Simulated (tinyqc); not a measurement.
What each parameter does: four-band model of biased bilayer graphene near K.

Basis A1, B1, A2, B2, with B1 below A2; p = kx + i ky, v_j = (sqrt3/2) a g_j. Diagonal -U/2, -U/2, U/2, U/2; <A1|B1> = <A2|B2> = v0 p*, <B1|A2> = g1, <A1|B2> = v3 p, <A1|A2> = <B1|B2> = -v4 p*.

Parameters, chosen for this exercise (near those used for Bernal bilayer graphene; not measured data):
```
symbol  value           unit        meaning
a       2.46            angstrom    lattice constant
g0      3               eV          hopping in a layer
g1      0.368           eV          hopping of the dimer sites
g3      0.33            eV          skew hopping A1-B2
g4      0.14            eV          skew hopping A1-A2
U       0.44            eV          potential difference of the layers
k       (-0.02, 0.029)  1/angstrom  wave vector from K
```

The four levels at k.

Results for these values:
```
case  band 1 (eV)  band 2 (eV)  band 3 (eV)  band 4 (eV)
base      -0.5684      -0.1291       0.1415       0.5560
```

What happens to each result for g0 = 3.15 eV, all else kept?

Answer: band 1 falls from -0.5684 to -0.5783; band 2 rises from -0.1291 to -0.1262; band 3 falls from 0.1415 to 0.1388; band 4 rises from 0.5560 to 0.5657.

The same for each parameter in turn:
```
case            band 1 (eV)  band 2 (eV)  band 3 (eV)  band 4 (eV)
base                -0.5684      -0.1291       0.1415       0.5560
g0 = 3.15 eV        -0.5783      -0.1262       0.1388       0.5657
g1 = 0.4048 eV      -0.5912      -0.1377       0.1503       0.5786
g3 = 0.43 eV        -0.5695      -0.1265       0.1391       0.5569
g4 = 0.19 eV        -0.5707      -0.1269       0.1438       0.5538
U = 0.49 eV         -0.5851      -0.1431       0.1550       0.5732
```

Only g4 breaks the mirror symmetry between the upper and lower bands.

(tinyqc, `OMP_NUM_THREADS=1 python tinyqc.py 1481125 1481126 out.jsonl`, Intel(R) Xeon(R) Processor @ 2.30GHz, 1 thread, shared host, about 0.03 s.)
